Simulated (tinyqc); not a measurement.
Worked calculation: kinetics of strain relaxation and threading dislocations in mismatched semiconductor layers. Computed by tinyqc, a small Python program that keeps every step. Command: `OMP_NUM_THREADS=1 python tinyqc.py 3017193 3017194 out.jsonl threading walk`. One thread of a shared host (Intel(R) Xeon(R) Processor @ 2.30GHz), about 0.01 s of CPU time with the checks. Intermediate numbers are printed to about 6 digits and carried at full precision; extremes and crossings named in words are read from the listed rows.

60-degree dislocations on {111} planes of a (001) layer, isotropic elasticity. The Schmid factor is 1/sqrt(6), and a misfit segment relieves strain with b/2.

Inputs (values chosen for the exercise, modelled on GaAs on Si):

| quantity | value | unit |
|---|---|---|
| misfit f | 0.0413 | - |
| shear modulus G | 48.5 | GPa |
| Poisson ratio nu | 0.31 | - |
| Burgers vector b | 4 | angstrom |
| glide activation energy Q | 1.31 | eV |
| velocity prefactor v0 | 11000 | m/s per MPa |
| layer thickness h | 24 | nm |
| anneal temperature T | 573 | K |
| anneal time t | 25 | s |
| initial thread density rho_0 | 340000 | 1/cm^2 |
| multiplication constant delta | 4900 | 1/m |
| grading rate (misfit per thickness) R_f | 0.0011 | 1/micrometre |
| growth temperature of the buffer T_g | 899 | K |
| growth rate R_g | 1.1 | nm/s |
| reaction radius r_A | 8.7 | nm |
| final thickness of a thick uniform layer H | 3.1 | micrometre |
| aspect ratio of a trench | 1.4 | - |

Sources: multiplication.

Constants: k_B = 8.617333262e-05 eV/K.

## Excess stress and glide velocity at the start

Excess resolved stress tau = (1/sqrt 6) [2 G (1 + nu)/(1 - nu)] (e - e_eq), e_eq = b (1 - nu/4) [ln(h/b) + 1]/(4 pi (1 + nu) h), the Matthews-Blakeslee strain of an uncapped layer; glide velocity v = v0 tau exp(-Q/(k_B T)), tau in MPa.

equilibrium strain e_eq = 0.00475798

excess stress tau = 2747.33 MPa

mobility v/tau = 3.30664e-08 m/s per MPa

initial velocity = 90.8443 micrometre/s

The layer carries 8.7 times its equilibrium strain. In the anneal time a thread would run 2300 micrometre at this speed. Caution: at stresses above about 1 GPa the linear velocity law understates glide, as stress lowers the kink barrier. Caution: at such misfit the layer islands and relaxes during the first nanometres, so a uniform strained start is an idealisation.

## Relaxation in the anneal

Threads run in two directions, so de/dt = -(b/4) rho v, and they multiply as d rho/dt = delta rho v. With x = e - e_eq, x0 = f - e_eq (fully strained at t = 0) and v = m S x (m the mobility, S x = tau): rho = rho_0 + (4 delta/b)(x0 - x), so dx/dt = -k x (a - x), k = delta m S, a = x0 + b rho_0/(4 delta): a logistic law, x = a/[1 + (a/x0 - 1) exp(k a t)]. The half time is that at which x = x0/2.

strain left e = 0.00503318

share of the excess strain relieved = 99.2469 %

thread density = 1.78047e+08 1/cm^2

half time = 14.0595 s

The layer has reached its equilibrium strain. The misfit lines laid down are 0.0055 micrometre apart. Caution: blocking of threads by crossing misfit lines, left out here, leaves real layers with more strain.

## Anneal temperature

The formulas are those given above.

After the time t:

| T (K) | first velocity (micrometre/s) | relieved (%) | threads (1/cm^2) | half time (s) |
|---|---|---|---|---|
| 479 | 4.97960e-01 | 1.19428e-02 | 3.61384e+05 | 2.56492e+03 |
| 498 | 1.67131e+00 | 4.31318e-02 | 4.17230e+05 | 7.64210e+02 |
| 521 | 6.43144e+00 | 2.27284e-01 | 7.46965e+05 | 1.98591e+02 |
| 539 | 1.70409e+01 | 1.32717e+00 | 2.71638e+06 | 7.49508e+01 |
| 561 | 5.15036e+01 | 5.12739e+01 | 9.21490e+07 | 2.47988e+01 |
| 576 | 1.04306e+02 | 9.98548e+01 | 1.79136e+08 | 1.22450e+01 |
| 596 | 2.52894e+02 | 1.00000e+02 | 1.79396e+08 | 5.05044e+00 |
| 631 | 1.04081e+03 | 1.00000e+02 | 1.79396e+08 | 1.22714e+00 |

The half time follows exp(Q/(k_B T)), a decade for each 48 K near 561 K. Relief goes from 1.3 % at 539 K to 99.9 % at 576 K: with multiplication the onset is abrupt, after an incubation in which threads breed, and the final density is set by delta, not by rho_0. Caution: rows with more than 50 % relieved leave out blocking by crossing misfit lines, which slows real layers.

## Graded buffer

In steady grading, strain is fed at R_f R_g and relieved at (b/4) rho v. As a glide-limited estimate, the driving stress is taken as the mean stress of the strained top zone, whose depth z solves R_f z/2 = e_eq(z), with strain R_f z at the surface; tau_g = S R_f z/2 is its mean; then rho = 4 R_f R_g/(b m tau_g), m = v0 exp(-Q/(k_B T_g)), S = (1/sqrt 6) 2 G (1 + nu)/(1 - nu), e_eq(z) = b (1 - nu/4) [ln(z/b) + 1]/(4 pi (1 + nu) z).

depth z of the strained zone = 580.940 nm

stress tau_g = 24.0222 MPa

thread density of the buffer = 101.069 1/cm^2

buffer thickness f/R_f = 37.5455 micrometre

Raising T_g by 50 K would lower this density by a factor 2.4: fast glide lets few threads do the work. Caution: real buffers seldom go below 1e5 /cm^2, as pile-ups and nucleation take over; this value is a lower bound.

## Thick uniform layer and trapping in a trench

A separate case, a thick relaxed layer. Pair reactions during growth: d rho/dh = -K rho^2 with K = 2 r_A tan(psi) and threads inclined by psi = 45 degrees (the <110> lines of {111} planes), so rho = 1/(K H) for a layer that starts with far more threads than that, as highly mismatched layers do. In a trench along [110] a thread on {111} rises at 54.74 degrees across the width, and leaves through the wall below the height w tan(54.74 degrees) = sqrt(2) w; the share of threads, evenly spread over the floor, that reach the top is max(0, 1 - a/sqrt 2) for the aspect ratio a.

thread density at H = 1.85391e+09 1/cm^2

share that reaches the top = 0.0100505

The trench is too shallow to trap all. Thickness alone needs 5700 micrometre for 1e6 /cm^2.

Checks made by the program: strain against numerical integration (relative difference below 1e-10).
